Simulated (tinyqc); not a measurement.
Worked calculation: Gamma, L and X subbands of a thin body with non-parabolic valleys. Values are carried at full precision from step to step, so a last printed digit may differ when a step is redone from the rounded ones.

Hard walls, flat band, c = hbar^2/2m0, energies from the bulk Gamma edge. For a valley at angle theta to the normal 1/m_z = cos^2/ml + sin^2/mt and m_d = sqrt(ml mt^2/m_z). Subband n starts at E_v + e with e (1 + a e) = c (n pi/t)^2/m_z, and its density-of-states mass is taken as m_d (1 + 2 a e), without further growth at higher in-plane energy. Groups are named by valley and degeneracy.

Constants: hbar^2/2m0 = 3.80998211 eV angstrom^2; kB = 8.617333262e-05 eV/K.

Inputs chosen for the exercise (near those of a thin InAs channel; shifted at random, so the results belong to these values and not to a real crystal): face = 100 (surface); mG = 0.0262 m0 (Gamma mass); aG = 2.25 1/eV (Gamma non-parabolicity); EL = 0.696 eV (L edge above Gamma); mL = (0.66, 0.048) m0 (L valleys (four, along <111>): ml, mt); EX = 1.002 eV (X edge above Gamma); mX = (1.119, 0.156) m0 (X valleys (three, along <100>): ml, mt); aS = 0.6 1/eV (non-parabolicity of L and X); t = 60 angstrom (body thickness); Ns = 5.1 x 1e12/cm^2 (sheet density); T = 300 K (temperature); eot = 9 angstrom (equivalent oxide thickness).

## Valley groups

List degeneracy, edge, m_z, m_d and a.

Groups:

| group | g | E_v (eV) | m_z | m_d | a (1/eV) |
|---|---|---|---|---|---|
| G1 | 1 | 0.000 | 0.0262 | 0.0262 | 2.25 |
| L4 | 4 | 0.696 | 0.0695 | 0.1479 | 0.60 |
| X1 | 1 | 1.002 | 1.1190 | 0.1560 | 0.60 |
| X2 | 2 | 1.002 | 0.1560 | 0.4178 | 0.60 |

## Subband edges

n = 1 to 8 for each group; list the ten lowest.

Subbands:

| subband | g | E (eV) | DOS mass |
|---|---|---|---|
| G1 n=1 | 1 | 0.2538 | 0.0561 |
| G1 n=2 | 1 | 0.6485 | 0.1027 |
| L4 n=1 | 4 | 0.8348 | 0.1726 |
| X1 n=1 | 1 | 1.0113 | 0.1577 |
| X1 n=2 | 1 | 1.0385 | 0.1628 |
| G1 n=3 | 1 | 1.0600 | 0.1512 |
| X2 n=1 | 2 | 1.0665 | 0.4501 |
| X1 n=3 | 1 | 1.0822 | 0.1710 |
| X1 n=4 | 1 | 1.1399 | 0.1818 |
| L4 n=2 | 4 | 1.1653 | 0.2313 |

The lowest subband is G1 n=1, 395 meV below G1 n=2; in the bulk the lowest valley is Gamma.

## Filling and quantum capacitance

n_i = g m/(2 pi c) kB T ln(1 + exp((EF - E_i)/kB T)), sum n_i = Ns (1e12/cm^2 = 1e-4/angstrom^2), c = hbar^2/2m0. Quantum capacitance Cq = 1602.176634 sum g m/(2 pi c) f_i in microfarad/cm^2 with f_i = 1/(1 + exp((E_i - EF)/kB T)); Cox = 34.5313/eot (one gate); C/Cox = Cq/(Cq + Cox), the centroid term left out.

Over the ten listed subbands, named by valley (G, L, X), degeneracy and number.

EF = 0.4713 eV

n_i in the order of the list (1e12/cm^2): 5.099  0.001  0.000  0.000  0.000  0.000  0.000  0.000  0.000  0.000

Cq = 3.76 microfarad/cm^2
Cox = 3.837 microfarad/cm^2
C/Cox = 0.495

EF lies 217 meV above the lowest edge; Gamma holds 100 % of the electrons. The low density of states costs 50 % of the gate capacitance.

## Checks

- Cq against the slope dNs/dEF by finite differences, microfarad/cm^2: both 3.76.

Run: tinyqc, `OMP_NUM_THREADS=1 python tinyqc.py 1251916 1251917 out.jsonl`; Intel(R) Xeon(R) Processor @ 2.30GHz, one thread, shared host; about 0.04 s of CPU time with all checks.
